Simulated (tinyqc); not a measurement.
A log to judge: Landau-Devonshire theory of a uniaxial ferroelectric. Computed by tinyqc. Command: `OMP_NUM_THREADS=1 python tinyqc.py 3010090 3010091 out.jsonl ferro walk`. One thread of a shared host (Intel(R) Xeon(R) Processor @ 2.30GHz), about 0.01 s of CPU time with the checks.

G(P) = (alpha/2) P^2 + (beta*/4) P^4 + (gamma/6) P^6 - E P per volume, SI units, one domain, P along the polar axis, which is normal to the film.

Inputs (values chosen for the exercise, modelled on lead titanate):

| quantity | value | unit |
|---|---|---|
| alpha_0 | 734000 | J m/(C^2 K) |
| Curie-Weiss temperature T0 | 752 | K |
| beta | -2.77e+08 | J m^5/C^4 |
| gamma | 1.52e+09 | J m^9/C^6 |
| temperature T | 667 | K |
| misfit strain u_m | -0.018 | - |
| electrostriction Q12 | -0.026 | m^4/C^2 |
| compliance s11 + s12 | 5.5e-12 | m^2/N |
| applied field E | 17 | MV/m |
| start of Newton steps P0/Ps | 0.35 | - |

Sample: epitaxial film.

Constants: eps_0 = 8.8541878128e-12 F/m.

Method:
- alpha = alpha_0 (T - T0*), with clamping: T0* = T0 + 4 Q12 u_m/(alpha_0 (s11 + s12)), beta* = beta + 4 Q12^2/(s11 + s12).
- Ps^2 = [-beta* + sqrt(beta*^2 - 4 alpha gamma)]/(2 gamma).
- chi = 1/(eps_0 G''), G'' = alpha + 3 beta* P^2 + 5 gamma P^4 at Ps. Ps, chi and the coercive field are for perfect screening, without a depolarising field. The intrinsic coercive field is |alpha P + beta* P^3 + gamma P^5| at the P_c where G'' = 0. 1 C/m^2 = 100 microcoulomb/cm^2.
- Solve G'(P) = alpha P + beta* P^3 + gamma P^5 - E = 0 by P(new) = P - G'/G'' from P0; stop when the step is below 1e-11 C/m^2 (G' under 1e-6 MV/m is shown as 0).

Newton steps:

| step | P (microcoulomb/cm^2) | G' (MV/m) | G'' (MJ m/C^2) |
|---|---|---|---|
| 1 | 23.4518 | -1.07606e+02 | -344.351 |
| 2 | -7.7972 | 1.42975e+01 | -398.558 |
| 3 | -4.2099 | -6.05993e-02 | -401.589 |
| 4 | -4.2250 | 0 | -401.580 |
| 5 | -4.2250 | 0 | -401.580 |

Can the last value be used, and what does the course show?

No. The steps end on a root with G'' < 0, the maximum of G between the wells: the start lay inside P_c, where the curvature is negative. Reruns converge with start of Newton steps P0/Ps = 1.0; or with start of Newton steps P0/Ps = 2.0.
